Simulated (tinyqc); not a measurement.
Anneal temperature: kinetics of strain relaxation and threading dislocations in mismatched semiconductor layers. Computed by tinyqc, a small Python program. Command: `OMP_NUM_THREADS=1 python tinyqc.py 3008208 3008209 out.jsonl threading walk`. One thread of a shared host (Intel(R) Xeon(R) Processor @ 2.30GHz), about 0.01 s of CPU time with the checks.

60-degree dislocations on {111} planes of a (001) layer, isotropic elasticity. The Schmid factor is 1/sqrt(6), and a misfit segment relieves strain with b/2.

Inputs (values chosen for the exercise, for a model layer):

| quantity | value | unit |
|---|---|---|
| misfit f | 0.00604 | - |
| shear modulus G | 65 | GPa |
| Poisson ratio nu | 0.27 | - |
| Burgers vector b | 3.88 | angstrom |
| glide activation energy Q | 1.89 | eV |
| velocity prefactor v0 | 30000 | m/s per MPa |
| layer thickness h | 93 | nm |
| anneal temperature T | 706 | K |
| anneal time t | 400 | s |
| initial thread density rho_0 | 59000 | 1/cm^2 |
| multiplication constant delta | 6600 | 1/m |

Sources: multiplication.

Constants: k_B = 8.617333262e-05 eV/K.

Method:
- Excess resolved stress tau = (1/sqrt 6) [2 G (1 + nu)/(1 - nu)] (e - e_eq), e_eq = b (1 - nu/4) [ln(h/b) + 1]/(4 pi (1 + nu) h), the Matthews-Blakeslee strain of an uncapped layer; glide velocity v = v0 tau exp(-Q/(k_B T)), tau in MPa.
- Threads run in two directions, so de/dt = -(b/4) rho v, and they multiply as d rho/dt = delta rho v. With x = e - e_eq, x0 = f - e_eq (fully strained at t = 0) and v = m S x (m the mobility, S x = tau): rho = rho_0 + (4 delta/b)(x0 - x), so dx/dt = -k x (a - x), k = delta m S, a = x0 + b rho_0/(4 delta): a logistic law, x = a/[1 + (a/x0 - 1) exp(k a t)].
- The half time is that at which x = x0/2.

half time = 2372.35 s

excess stress tau = 411.845 MPa

equilibrium strain e_eq = 0.00157948

After the time t:

| T (K) | first velocity (micrometre/s) | relieved (%) | threads (1/cm^2) | half time (s) |
|---|---|---|---|---|
| 647 | 2.3431e-02 | 1.2404e-02 | 6.2765e+04 | 4.0318e+04 |
| 671 | 7.8769e-02 | 4.4925e-02 | 7.2635e+04 | 1.1993e+04 |
| 699 | 2.9173e-01 | 2.2521e-01 | 1.2735e+05 | 3.2381e+03 |
| 722 | 7.9265e-01 | 1.3662e+00 | 4.7364e+05 | 1.1918e+03 |
| 749 | 2.3695e+00 | 5.0520e+01 | 1.5392e+07 | 3.9867e+02 |
| 767 | 4.7109e+00 | 9.9801e+01 | 3.0348e+07 | 2.0053e+02 |
| 792 | 1.1617e+01 | 1.0000e+02 | 3.0409e+07 | 8.1314e+01 |
| 834 | 4.6857e+01 | 1.0000e+02 | 3.0409e+07 | 2.0161e+01 |

What does the comparison show, and why?

The half time follows exp(Q/(k_B T)), a decade for each 59 K near 749 K. Relief goes from 1.4 % at 722 K to 99.8 % at 767 K: with multiplication the onset is abrupt, after an incubation in which threads breed, and the final density is set by delta, not by rho_0. Caution: rows with more than 50 % relieved leave out blocking by crossing misfit lines, which slows real layers.

Extremes, crossings and ranges named in words are read from the listed rows.
